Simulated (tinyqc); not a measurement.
From results back to parameters: interface roughness in a thin film (subband fluctuation and scattering). Three cases, with inputs chosen for the exercise.

Problem. The screened mobility was computed from a hidden rms height D.

Gaussian roughness spectrum S(q) = pi D^2 Lc^2 exp(-q^2 Lc^2/4). Degenerate gas, taken to fill one subband (the second starts to fill once c kF^2/md exceeds E2 - E1, which is not tested here): kF = sqrt(2 pi Ns/gv), q = 2 kF sin(theta/2), 1/tau = (md/(2 pi c hbar)) G^2 times the integral from 0 to pi of S(q)(1 - cos theta)/eps(q)^2 dtheta, eps(q) = 1 + qs/q with screening (qs = gv md q0/(c eps), q0 = e^2/(4 pi eps0), form factors left out, which overstates the screening; other scattering is left out too, so these values lie far above measured mobilities in all but the thinnest films) or 1 without; mobility = tau c2/md with c2 = e/m0 = 1.75882e15 cm^2/(V s^2); 1e12/cm^2 = 1e-4/angstrom^2.

Constants: hbar^2/2m0 = 3.80998211 eV angstrom^2; hbar = 6.58211957e-16 eV s; e^2/(4 pi eps0) = 14.39964547 eV angstrom.

Case 1.

Values chosen (near those of a thin InGaAs channel; not measured data): md = 0.045 m0 (mass in the plane); gv = 1 (valleys); Lc = 14 angstrom (correlation length); Ns = 1 x 1e12/cm^2 (sheet density); eps = 10.7 (mean dielectric constant at the channel).

G = |dE1/dt| = 4.8388 meV/angstrom
mobility = 131809 cm^2/(V s)

Case 2.

Values chosen (near those of a thin Si channel on (100), two-fold valleys; not measured data): md = 0.192 m0 (mass in the plane); gv = 2 (valleys); Lc = 24 angstrom (correlation length); Ns = 1.6 x 1e12/cm^2 (sheet density); eps = 8.2 (mean dielectric constant at the channel).

G = |dE1/dt| = 6.1338 meV/angstrom
mobility = 12075.9 cm^2/(V s)

Case 3.

Values chosen (near those of a thin Si channel on (100), two-fold valleys; not measured data): md = 0.194 m0 (mass in the plane); gv = 2 (valleys); Lc = 28 angstrom (correlation length); Ns = 5.8 x 1e12/cm^2 (sheet density); eps = 7.9 (mean dielectric constant at the channel).

G = |dE1/dt| = 3.7853 meV/angstrom
mobility = 53075.8 cm^2/(V s)

Find: mobility for D = 1 angstrom; D.

Solution. The mobility goes as 1/D^2, so D is the square root of the ratio. One value fixes only D^2 times a function of Lc; a second density is needed to part the two.

Case 1.

mobility for D = 1 angstrom = 6.380e+05 cm^2/(V s)
D = 2.20 angstrom

Case 2.

mobility for D = 1 angstrom = 1.396e+05 cm^2/(V s)
D = 3.40 angstrom

Case 3.

mobility for D = 1 angstrom = 2.569e+05 cm^2/(V s)
D = 2.20 angstrom

Computed by tinyqc, one run a case: `OMP_NUM_THREADS=1 python tinyqc.py N N+1 out.jsonl` with N = 1252756, 1252772, 1252795; one thread of a shared Intel(R) Xeon(R) Processor @ 2.30GHz, about 0.01 s a run at most.
